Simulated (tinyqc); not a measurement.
One rectangular barrier with mass mismatch, transfer matrices: two steps of the calculation.

One electron of energy E comes from the left lead (band edge 0); no transverse momentum. Parabolic bands, masses in units of m0, C = hbar^2/(2 m0); psi and psi'/m are continuous at every interface. The right lead equals the left one.

Parameters, values chosen for the exercise; masses and offsets close to those of InGaAs wells and InP barriers:
```
symbol  value  unit          meaning
U1       0.24    eV   barrier height
m1      0.082    m0     barrier mass
d1        5.8    nm    barrier width
E       0.025    eV  electron energy
```

Constants: q = 1.602176634e-19 C, hbar = 1.054571817e-34 J s, m0 = 9.1093837015e-31 kg, hbar^2/(2 m0) = 0.0380998212 eV nm^2. Results are converted to the units shown.

Problem 1. Matrices of the layers. For the pair (psi, psi'/m) a flat layer has M = [[cos kd, (m/k) sin kd], [-(k/m) sin kd, cos kd]] with k = sqrt(m (E - U)/C) above its edge U, and M = [[cosh Kd, (m/K) sinh Kd], [(K/m) sinh Kd, cosh Kd]] with K = sqrt(m (U - E)/C) below it. M12 is in nm, M21 in 1/nm.

Find: M of layer 1.

Solution 1.

M of layer 1:

|  | 1 | 2 |
|---|---|---|
| 1 | 25.859 | 3.1148 |
| 2 | 214.35 | 25.859 |

Problem 2. Transmission and reflection. The matrix M carries (psi, psi'/m) across the stack, and v = k/m in each lead. psi = 1 + r at the left edge (incident amplitude 1) and t at the right edge. With det M = 1, a = i vR M11 - M21 and b = -vL vR M12 - i vL M22: t = 2 i vL/(a - b), r = -(a + b)/(a - b), T(E) = (vR/vL) |t|^2, R(E) = |r|^2.

M of layer 1:

|  | 1 | 2 |
|---|---|---|
| 1 | 25.858563 | 3.1147885 |
| 2 | 214.35333 | 25.858563 |

vL = 4.0502193 1/nm
vR = 4.0502193 1/nm

Give: t; r; T(E); R(E).

Solution 2.

t = 0.024058-0.018751i
r = -0.61445-0.78836i
T(E) = 9.3036e-4
R(E) = 0.99907

T(E) + R(E) = 1: the current is conserved.

Numbers from tinyqc (`OMP_NUM_THREADS=1 python tinyqc.py 2560006 2560007 out.jsonl`; about 0.01 s on one thread of a shared Intel Xeon 2.30GHz).
